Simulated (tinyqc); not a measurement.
# Electron mobility in a silicon inversion layer, empirical terms and Matthiessen rule: what changes with what

Inversion layer of sheet density Ns on a uniformly doped body, under a high-permittivity gate with an interlayer. The mobility terms are empirical power laws with prefactors chosen for the exercise; adding their inverses (Matthiessen) is itself an approximation.

Values chosen for this exercise; material values close to those of silicon: temperature T = 325 K; band gap Eg = 1.1 eV; relative permittivity of the semiconductor eps_r = 11.5; conduction-band density of states at T Nc = 3.09e19 cm^-3; valence-band density of states at T Nv = 3.03e19 cm^-3; body doping Nb = 3.4e17 cm^-3; reverse body bias Vsb = 0 V; weight of the inversion charge in the effective field eta = 0.5; phonon-limited mobility at 1 MV/cm and 300 K Ap = 444 cm^2/(V s); roughness-limited mobility at 1 MV/cm As = 997 cm^2/(V s); exponent of the roughness term gs = 2; Coulomb prefactor Ac = 2100 cm^2/(V s); charge at the interface Nit = 1.4e12 cm^-2; remote-phonon mobility without interlayer Ar = 390 cm^2/(V s); interlayer thickness ti = 0.5 nm; decay length of remote phonons lr = 0.8 nm; inversion density Ns = 8.4e11 cm^-2.

Constants: q = 1.602176634e-19 C, kB = 1.380649e-23 J/K, Vt = kB T/q, eps0 = 8.8541878128e-14 F/cm where lengths are in cm. Results are converted to the units shown.

Each table varies one quantity; the others keep the values above.

## Effect of the interlayer thickness

ni = sqrt(Nc Nv) exp(-Eg/(2 Vt)), Eg in volts; Ndep = sqrt(2 eps0 eps_r Nb (2 Vt ln(Nb/ni) + Vsb)/q); E = q (Ndep + eta Ns)/(eps0 eps_r), in MV/cm. With t = T/(300 K): muC = Ac (Ns/1e12 cm^-2) t/(Nb/1e17 cm^-3 + Nit/1e11 cm^-2), muP = Ap E^(-1/3) t^(-1.75), muS = As E^(-gs), muR = Ar exp(2 ti/lr)/t; 1/mu is the sum of the inverses.

The same in every row: E (MV/cm) = 0.3673; muC (cm^2/(V s)) = 109.8; muP (cm^2/(V s)) = 538.9; muS (cm^2/(V s)) = 7390.

Effect of the interlayer thickness:
```
ti (nm)  muR (cm^2/(V s))  mu (cm^2/(V s))
0.2                 593.5            78.24
0.4                 978.6            82.52
0.6                  1613            85.35
0.8                  2660            87.17
1                    4386            88.31
1.2                  7231            89.01
1.4               1.192e4            89.45
1.6               1.966e4            89.71
1.8               3.241e4            89.87
```

What does the table show?

As ti goes from 0.2 to 1.8 nm, E stays at 0.367 MV/cm and mu rises from 78.2 to 89.9 cm^2/(V s). The Coulomb term is the smallest in the first and the last row.

## Effect of the charge at the interface

Same model as above.

The same in every row: E (MV/cm) = 0.3673; muP (cm^2/(V s)) = 538.9; muS (cm^2/(V s)) = 7390; muR (cm^2/(V s)) = 1257.

Effect of the charge at the interface:
```
Nit (cm^-2)  muC (cm^2/(V s))  mu (cm^2/(V s))
1e10                    546.0            216.5
3.2e10                  513.7            211.3
1e11                    434.3            196.5
3.2e11                  289.5            160.2
1e12                    142.6            102.1
3.2e12                  53.98            46.92
1e13                    18.48            17.58
```

As Nit goes from 1e10 to 1e13 cm^-2, E stays at 0.367 MV/cm and mu falls from 217 to 17.6 cm^2/(V s). The smallest term is the phonon one in the first row and the Coulomb one in the last.

## Effect of the inversion density

Same model as above.

The same in every row: muR (cm^2/(V s)) = 1256.5.

Result of one run:
```
Ns (cm^-2)  E (MV/cm)  muC (cm^2/(V s))  muP (cm^2/(V s))  muS (cm^2/(V s))  mu (cm^2/(V s))
2e12          0.45856            261.49            500.51            4741.3           146.44
```

What becomes of these results when the inversion density Ns is changed from 2e12 to 3.6e11 cm^-2, all else the same?

Result of the changed run:
```
Ns (cm^-2)  E (MV/cm)  muC (cm^2/(V s))  muP (cm^2/(V s))  muS (cm^2/(V s))  mu (cm^2/(V s))
3.6e11        0.32954            47.069            558.79            9181.0           41.771
```

The whole series:
```
Ns (cm^-2)  E (MV/cm)  muC (cm^2/(V s))  muP (cm^2/(V s))  muS (cm^2/(V s))  mu (cm^2/(V s))
2e11          0.31695            26.149            566.09            9924.8           24.447
3.6e11        0.32954            47.069            558.79            9181.0           41.771
6.3e11        0.35078            82.371            547.27            8102.7           67.174
1.1e12        0.38775            143.82            529.29            6631.0           102.16
2e12          0.45856            261.49            500.51            4741.3           146.44
3.6e12        0.58444            470.69            461.64            2918.9           184.19
6.3e12        0.79686            823.71            416.31            1570.1           198.07
1.1e13         1.1666            1438.2            366.64            732.53           179.09
2e13           1.8747            2614.9            313.02            283.68           126.61
```

As Ns goes from 2e11 to 2e13 cm^-2, E rises from 0.317 to 1.87 MV/cm and mu goes from 24.4 through a maximum of 198 (at Ns = 6.3e12 cm^-2 among the rows listed) to 127 cm^2/(V s). The smallest term is the Coulomb one in the first row and the roughness one in the last. Screening lifts the Coulomb term as Ns grows while the field presses the carriers to the interface, hence the maximum. At Ns = 2e13 cm^-2 E passes 1.5 MV/cm, beyond the usual range of such laws.

Computed by the program tinyqc: `OMP_NUM_THREADS=1 python tinyqc.py 2510072 2510073 out.jsonl`, one thread of a shared Intel Xeon 2.30GHz, about 0.01 s for the whole run.
